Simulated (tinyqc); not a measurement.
Inside a calculation. Model: solubility, supersaturation, precipitation and gettering of an impurity in a silicon-like host. Computed by tinyqc, a small Python program that keeps every step. Command: `OMP_NUM_THREADS=1 python tinyqc.py 3027856 3027857 out.jsonl ripen walk`. One thread of a shared host (Intel(R) Xeon(R) Processor @ 2.30GHz), about 0.01 s of CPU time with the checks. Intermediate numbers are printed to about 6 digits and carried at full precision; extremes and crossings named in words are read from the listed rows.

The wafer was saturated at T1 and is then held at T.

Inputs (values chosen for the exercise, modelled on copper in silicon):

| quantity | value | unit |
|---|---|---|
| site density N0 | 5e+22 | 1/cm^3 |
| enthalpy of solution H | 1.53 | eV |
| entropy of solution S | 2.3 | k_B |
| diffusion prefactor D0 | 0.0037 | cm^2/s |
| migration energy Q | 0.44 | eV |
| temperature of saturation T1 | 1450 | K |
| anneal temperature T | 835 | K |
| sink density n | 4.4e+07 | 1/cm^3 |
| initial sink radius r0 | 3.1 | nm |
| impurity density in the precipitate C_p | 3.6e+22 | 1/cm^3 |
| interface energy gamma | 0.79 | J/m^2 |
| anneal time t | 14 | s |
| wafer thickness w | 400 | micrometre |
| segregation energy E_g | 0.8 | eV |
| segregation prefactor k_0 | 0.0086 | - |
| getter layer thickness t_g | 2.3 | micrometre |

Gettering: segregation gettering in a layer.

Constants: k_B = 8.617333262e-05 eV/K; k_B = 1.380649e-23 J/K.

## Solubility, diffusivity, supersaturation

C_eq(T) = N0 exp(S/k_B - H/(k_B T)); D(T) = D0 exp(-Q/(k_B T)); C0 = C_eq(T1). Supersaturation s = C0/C_eq(T); critical radius r* = 2 gamma/(C_p k_B T ln s); barrier W* = (4 pi/3) gamma r*^2. Strain energy is left out.

C0 = 2.39890e+18 1/cm^3

C_eq(T) = 2.90592e+14 1/cm^3

D(T) = 8.17542e-06 cm^2/s

supersaturation s = 8255.22

critical radius r* = 0.422129 nm

W*/(k_B T) = 51.1490

Sinks of radius r0 are above r* and grow.

## Ham's law for sinks of fixed radius

tau0 = 1/(4 pi n r0 D); C_fixed(t) = C_eq + (C0 - C_eq) exp(-t/tau0). If all excess precipitates, the final radius is r_f = [r0^3 + 3 (C0 - C_eq)/(4 pi n C_p)]^(1/3), with tau_f = 1/(4 pi n r_f D).

tau0 = 713.618 s

C_fixed(t) = 2.35230e+18 1/cm^3

final radius r_f = 712.370 nm

tau_f = 3.10543 s

The sinks grow 229.8 times, so the fixed radius underrates the later rate.

## Growing precipitates

Growing sinks: with y = r/r_f and y0 = r0/r_f, dy/dt = (1 - y^3)/(3 tau_f y), which integrates to t/tau_f = F(y) - F(y0), F(y) = (1/2) ln[(1 + y + y^2)/(1 - y)^2] - sqrt(3) arctan[(2y + 1)/sqrt(3)]; the share of the excess left is (1 - y^3)/(1 - y0^3), and C(t) = C_eq + (C0 - C_eq) x share.

radius at t = 706.881 nm

share of the excess left = 0.0229383

C(t) with growing sinks = 5.53107e+16 1/cm^3

97.7 % of the excess has precipitated.

## Segregation into a layer on one face

k = k_0 exp(E_g/(k_B T)); in equilibrium the bulk keeps C/C0 = 1/(1 + k t_g/w). For a strong sink on one face the slowest diffusion mode has tau_w = 4 w^2/(pi^2 D), and C/C0 is estimated as c_eq + (1 - c_eq)(8/pi^2) sum over odd m up to 99 of exp(-m^2 t/tau_w)/m^2. Precipitation is left out here.

segregation coefficient k = 579.467

equilibrium C/C0 = 0.230844

tau_w = 79.3177 s

mean C/C0 at t = 0.767871

Limited by diffusion: far more is left than the 0.23 that equilibrium would leave.

## The best anneal temperature for the time t

C_eq(T) = N0 exp(S/k_B - H/(k_B T)); D(T) = D0 exp(-Q/(k_B T)); C0 = C_eq(T1). r_f = [r0^3 + 3 (C0 - C_eq)/(4 pi n C_p)]^(1/3), tau_f = 1/(4 pi n r_f D).

Dissolved share after t:

| T (K) | C_eq/C0 | tau_f (s) | C(t)/C0 |
|---|---|---|---|
| 652 | 3.10000e-07 | 17.2779 | 0.682260 |
| 754 | 1.23376e-05 | 5.9896 | 0.189400 |
| 870 | 2.84955e-04 | 2.4283 | 0.006845 |
| 986 | 3.14405e-03 | 1.2186 | 0.003165 |
| 1102 | 2.09259e-02 | 0.7108 | 0.020926 |
| 1218 | 9.70687e-02 | 0.4697 | 0.097069 |
| 1320 | 2.99415e-01 | 0.3697 | 0.299415 |
| 1392 | 6.00376e-01 | 0.3649 | 0.600376 |

The lowest dissolved share among these rows is 0.0032 at 986 K. Above it solubility sets the floor; below it diffusion is too slow for this time. Solubility falls with H = 1.53 eV and diffusion with Q = 0.44 eV.

Checks made by the program: radius against numerical integration (relative difference below 1e-10).
